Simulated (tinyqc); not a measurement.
Thin-film transistor with exponential tail and deep states, accumulation layer: two steps of the calculation.

An undoped film in accumulation, thicker than the space-charge layer. With band bending psi the Fermi level lies E0 - psi below the band edge. Free electrons n = n0 exp(psi/Vt) carry the current; electrons in two exponential distributions of traps, a = a0 exp(psi/Va) and d = d0 exp(psi/Vp), do not. Linear regime, ohmic contacts, traps in equilibrium.

Values chosen for this exercise; values close to those of an organic semiconductor: temperature T = 270 K; relative permittivity of the semiconductor eps_r = 3.2; density of extended states Nc = 9.8e19 cm^-3; total density of tail states Nt = 7.6e19 cm^-3; characteristic temperature of the tail Tt = 390 K; total density of deep states Nd = 3.6e17 cm^-3; characteristic temperature of the deep states Td = 1360 K; bulk Fermi level below the band edge E0 = 0.67 eV; gate capacitance Ci = 20 nF/cm^2; gate voltage above flat band Vg = 15 V.

Constants: q = 1.602176634e-19 C, kB = 1.380649e-23 J/K, Vt = kB T/q, eps0 = 8.8541878128e-14 F/cm where lengths are in cm. Results are converted to the units shown.

Task 1. Bulk densities. Va = kB Tt/q, Vp = kB Td/q; n0 = Nc exp(-E0/Vt), a0 = Nt th(T/Tt) exp(-E0/Va), d0 = Nd th(T/Td) exp(-E0/Vp), th(x) = pi x/sin(pi x).

Wanted: Va; Vp; th(T/Tt); n0; a0; d0.

Result 1.

Va = 0.03361 V
Vp = 0.1172 V
th(T/Tt) = 2.643
n0 = 3.056e7 cm^-3
a0 = 4.414e11 cm^-3
d0 = 1.265e15 cm^-3

Task 2. Surface potential by Newton steps. Va = kB Tt/q, Vp = kB Td/q. G(psi) = sum over the three kinds of c0 [V (exp(psi/V) - 1) - psi], field F = sqrt(2 q G/(eps0 eps_r)); Vg = psi + eps0 eps_r F/Ci at the surface. f = psi + eps0 eps_r F/Ci - Vg, f' = 1 + q rho/(Ci F) with rho = sum c0 (exp(psi/V) - 1); psi(new) = psi - f/f'.

psi after iteration 1 = 0.62855573 V
n0 = 3.0556938e7 cm^-3
a0 = 4.4135782e11 cm^-3
d0 = 1.2647414e15 cm^-3

Find: F; f; f'; psi after iteration 2.

Result 2.

F = 1641 kV/cm
f = 8.878 V
f' = 368.5
psi after iteration 2 = 0.6045 V

tinyqc, about 0.04 s, one thread, Intel Xeon 2.30GHz (shared host): `OMP_NUM_THREADS=1 python tinyqc.py 2610137 2610138 out.jsonl`
